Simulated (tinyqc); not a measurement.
Inside a calculation: Wannier functions of a composite (isolated) pair of valence bands (bonds of an sp chain). Values are carried at full precision from step to step, so a last printed digit may differ when a step is redone from the rounded ones.

Each atom has a hybrid pointing left (<) and right (>). H(k): diagonal +V3 on A, -V3 on B; <A<|A>> = -V1a, <B<|B>> = -V1b, <A>|B<> = -V2, <B>|A<> = -V2p exp(ik); k in 1/a, Bloch sums with exp(ikR). The two lowest bands are filled. Trial functions in cell 0: g1 = cos(c) A> + sin(c) B<, and g2 = sin(c) B> + cos(c) A< of cell 1, whose Bloch vector has cos(c) exp(-ik) on A<. Projection A_mn = <psi_m|g_n>, S = A^+ A, Loewdin U = A S^(-1/2), Bloch-like states w_n = sum_m psi_m U_mn, H_W(k) = U^+ diag(E) U. P = sum_m |psi_m><psi_m| is free of phase choices, and S = g^+ P g, w = P g S^(-1/2).

Inputs chosen for the exercise:
```
symbol  value  unit     meaning
V2      4.96   eV       coupling in the bond A-B inside the cell
V2p     3.21   eV       coupling in the bond to the next cell
V1a     0.86   eV       coupling of the two hybrids on A
V1b     1.49   eV       the same on B
V3      0      eV       A at +V3, B at -V3
j       1               mesh point, k = 2 pi j/N
N       4               k points
c       55     degrees  trial bonds cos(c) on A, sin(c) on B
xb      0.41   a        position of B (A at 0)
```

## H at one mesh point

Fill in the matrix.

H(k) (eV), rows A<, A>, B<, B> and columns alike:
```
[[0, -0.8600, 0, 3.2100i],
 [-0.8600, 0, -4.9600, 0],
 [0, -4.9600, 0, -1.4900],
 [-3.2100i, 0, -1.4900, 0]]
```

## Levels and the projector on the filled bands

Diagonalise; P = sum over the two lowest states of |psi><psi|.

levels (eV): [-5.3941, -2.9612, 2.9612, 5.3941]

P, rows A<, A>, B<, B> and columns alike:
```
[[0.5000, 0.0586+0.0889i, 0, -0.0238-0.4880i],
 [0.0586-0.0889i, 0.5000, 0.4883+0.0154i, 0],
 [0, 0.4883-0.0154i, 0.5000, 0.0933+0.0513i],
 [-0.0238+0.4880i, 0, 0.0933-0.0513i, 0.5000]]
```

The filled states put 2.000 electrons on A and 2.000 on B at this k.

## Loewdin orthogonalisation

The trial vectors are the columns g1 = (0, cos c, sin c, 0), g2 = (cos c exp(-ik), 0, 0, sin c), k = 2 pi j/N. Form S = g^+ P g, its eigenvalues, S^(-1/2), and w = P g S^(-1/2).

S, rows 1, 2 and columns alike:
```
[[0.9588, 0.0334+0.0151i],
 [0.0334-0.0151i, 0.9585]]
```

eigenvalues of S: [0.9220, 0.9953]

S^(-1/2), rows 1, 2 and columns alike:
```
[[1.0218, -0.0178-0.0081i],
 [-0.0178+0.0081i, 1.0220]]
```

w, rows A<, A>, B<, B>; columns 1, 2:
```
[[0.0402+0.0641i, -0.0201-0.7028i],
 [0.7029+0.0131i, -0.0642-0.0401i],
 [0.7030-0.0092i, 0.0658+0.0375i],
 [0.0657-0.0376i, 0.7029+0.0141i]]
```

The combinations of the trial bonds that diagonalise S lie 92.2 to 99.5 % inside the filled space; an eigenvalue near zero would mark a poor choice.

## The Hamiltonian in the new basis

H_W = w^+ H w; its eigenvalues must be the two filled levels.

H_W(k) (eV), rows 1, 2 and columns alike:
```
[[-5.053, -0.733+0.420i],
 [-0.733-0.420i, -3.303]]
```

eigenvalues (eV): [-5.394, -2.961]

## Hoppings between the Wannier functions

H_mn(R) = (1/N) sum_k exp(-ikR) H_W,mn(k), the coupling of function m in cell 0 to function n in cell R.

H(R) (eV):
```
R        11       12       21       22
-1   0.0384  -0.4250  -0.0050   0.0384
0   -5.0508  -0.7391  -0.7391  -3.3008
1    0.0384  -0.0050  -0.4250   0.0384
2    0.0019  -0.0059  -0.0059   0.0019
```

The bond levels are -5.051 and -3.301 eV, against -sqrt(V2^2 + V3^2) = -4.960 and -3.210 for isolated bonds. Neighbouring bonds couple by -0.739 eV through B; the bond-orbital estimate is -V1b (1 + ap)/2 = -0.745 with the mean V2 in ap = V3/sqrt(V2^2 + V3^2).

## The functions in real space

w_n(R) = (1/N) sum_k exp(ikR) w_n(k); point-like hybrids at R (A) and R + xb (B) give centres and spreads.

Function 1:
```
R        A<       A>       B<       B>
-1   0.0006   0.0081  -0.0030  -0.0367
0    0.0380   0.7032   0.7032   0.0643
1   -0.0635  -0.0049   0.0062   0.0009
2   -0.0022   0.0002   0.0002  -0.0014
```

centres (a): 1 0.2077, 2 0.7023

spreads (a^2): 1 0.0454, 2 0.0896

Function 1 has 98.9 % of its weight on the two hybrids of its bond. Its centre lies +0.0027 a from the middle of the bond.

## Checks

- Eigenvalues of H_W against the filled levels: they agree to 1e-10 or better.
- W^+ w against the unit matrix: they agree to 1e-10 or better.

tinyqc: `OMP_NUM_THREADS=1 python tinyqc.py 1481904 1481905 out.jsonl`; about 0.3 s, one thread, shared Intel(R) Xeon(R) Processor @ 2.30GHz.
